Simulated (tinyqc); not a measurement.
From results to parameters: two-site tight-binding chain. Computed by the program tinyqc.

Problem. A two-site chain has site energies +delta (A) and -delta (B) and hoppings t1 > t2 > 0, so E = +/- sqrt(delta^2 + |t1 + t2 exp(-ika)|^2). Find delta, t1 and t2.

upper band at k = 0 = 2.601884 eV
upper band at the zone edge = 0.958019 eV
weight of the upper band on site A at the zone edge = 0.985377

Solution. The weight on A is (1 + delta/E)/2, which gives delta; then t1 + t2 = sqrt(E(0)^2 - delta^2) and t1 - t2 = sqrt(E(edge)^2 - delta^2).

delta, t1, t2 (eV): 0.9300  1.3300  1.1000
